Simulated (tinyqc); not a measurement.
Input admittance of a MOSFET at zero drain bias: distributed channel and distributed gate: one step of the calculation.

Source and drain grounded, strong inversion, w = 2 pi f, Cox = eps0 eox/tox. The channel is an RC line of resistance 1/(mu Cox Vo) per square fed from both ends, so one finger has the intrinsic admittance y = i w Cox L tanh(g)/g per width, g = (1/2) sqrt(i w tau), tau = L^2/(mu Vo). The vertical resistance rv/L is in series with y, the overlaps 2 i w Cov in parallel: y_t = 1/(1/y + rv/L) + 2 i w Cov. The gate strip is a line of Rsh/L per length loaded by y_t, so a finger has Y = y_t Wf tanh(k)/k, k = (Wf/sd) sqrt(y_t Rsh/L); the device has Nf Y.

Question. Admittance of the channel and stack per width. tau, g, c = Cox L, y and y_t as defined.

Values chosen for this exercise; values of the order met in silicon radio-frequency transistors:
- eox = 3.9 (relative permittivity of the gate insulator (close to silicon dioxide))
- tox = 4 nm (insulator thickness)
- L = 0.14 um (channel length)
- mu = 110 cm^2/(V s) (channel mobility)
- Vo = 0.21 V (gate overdrive)
- rv = 0 ohm um^2 (vertical resistivity of the gate stack)
- Cov = 0.28 fF/um (overlap and fringe capacitance on each side)
- f = 83 GHz (frequency)

Constants: eps0 = 8.8541878128e-14 F/cm where lengths are in cm. Results are converted to the units shown.

Wanted: tau; g; c; y; y_t.

Answer.

tau = 8.485 ps
g = 0.7437+0.7437i
c = 1.209 fF/um
y = 194.1+544.6i uS/um
y_t = 194.1+836.7i uS/um

w tau = 4.42, and Im y is 0.864 of w c.

tinyqc, about 0.01 s, one thread, Intel Xeon 2.30GHz (shared host): `OMP_NUM_THREADS=1 python tinyqc.py 2262159 2262160 out.jsonl`
